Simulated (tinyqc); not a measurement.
# Changing the pump speed S

Model: gas flow in a process chamber: flow regimes, conductance, effective pumping speed, pump-down, outgassing and purge. Computed by tinyqc, a small Python program. Command: `OMP_NUM_THREADS=1 python tinyqc.py 3120592 3120593 out.jsonl pump sweep`. One thread of a shared host (Intel(R) Xeon(R) Processor @ 2.30GHz), about 0.01 s of CPU time with the checks.

Ideal gas, isothermal flow, a pump of constant speed at the end of a round pipe; process gas, volume gas and outgassing are given the same properties. 1 sccm = 101325 Pa x 1e-6 m^3/60 s x T/273.15 K.

Inputs (values chosen for the exercise, modelled on water vapour near room temperature):
```
quantity                     value            unit
molar mass M                 18.02           g/mol
molecular diameter            0.46              nm
viscosity eta                  9.9   micropascal s
temperature T                  350               K
chamber volume V               110               L
wall area                      1.8             m^2
pipe diameter d                 16              cm
pipe length l                  260              cm
process gas flow               350            sccm
outgassing rate after 1 h  6.3e-06  Pa m^3/(s m^2)
outgassing exponent n         0.74               -
target base pressure         3e-05              Pa
```

Constants: k_B = 1.380649e-23 J/K; u = 1.6605390666e-27 kg.

Method:
- Mean speed c = sqrt(8 k_B T/(pi m)); aperture conductance C_a = c pi d^2/16; molecular pipe C_m = C_a/(1 + 3 l/(4 d)) (Dushman form); viscous pipe C_v = pi d^4 p_mean/(128 eta l); Knudsen interpolation C = C_v + C_m (1 + x)/(1 + 1.24 x), x = d p_mean sqrt(m/(k_B T))/eta.
- Effective speed 1/S_eff = 1/S + 1/C_m; time constant V/S_eff; pressure at which the free path k_B T/(sqrt2 pi d_m^2 p) equals d.
- Steady flow: the pump inlet is at p_2 = Q/S, and the chamber pressure p_1 solves Q = C((p_1 + p_2)/2) (p_1 - p_2). Residence time = p_1 V/Q.
- Knudsen number = free path at the mean pressure over d.
- From the outgassing limit: t = 1 h x (q_1 A/(S_eff p_target))^(1/n) - 10 s; monolayer time at the target = 1e19 m^-2 x 4 k_B T/(p c) for unit sticking.

One run for each value:
```
pump speed S (L/s)  S_eff in molecular flow (L/s)  chamber pressure p_1 (Pa)  time to the target (h)
5                                             4.9                      151.5                   355.2
13                                           12.3                       58.3                   101.9
36                                           31.4                       21.1                    28.9
97                                           69.4                        8.0                     9.9
260                                         126.0                        3.3                     4.4
690                                         180.5                        1.8                     2.7
1900                                        216.6                        1.4                     2.1
5000                                        233.0                        1.3                     1.9
```

Over the rows, S_eff in molecular flow (L/s) rises from 4.90 to 233 (exponent d ln y / d ln x 0.97 between the first rows and 0.076 between the last); chamber pressure p_1 (Pa) falls from 151 to 1.31 (exponent d ln y / d ln x -1.00 between the first rows and -0.067 between the last); time to the target (h) falls from 355 to 1.92 (exponent d ln y / d ln x -1.3 between the first rows and -0.10 between the last). At the low end the exponent of S_eff in molecular flow is 0.97, close to 1: the pump limits.

Caution (rows 5.00, 13.0): beyond some 100 h the power law gives way to slower sources such as permeation and bulk diffusion; baking is the usual remedy. Caution (rows 5000): S over the pipe area exceeds 0.3 of the mean molecular speed: the pipe end cannot pass this speed without choking, so p_2 = Q/S and the conductance formulas are only formal.
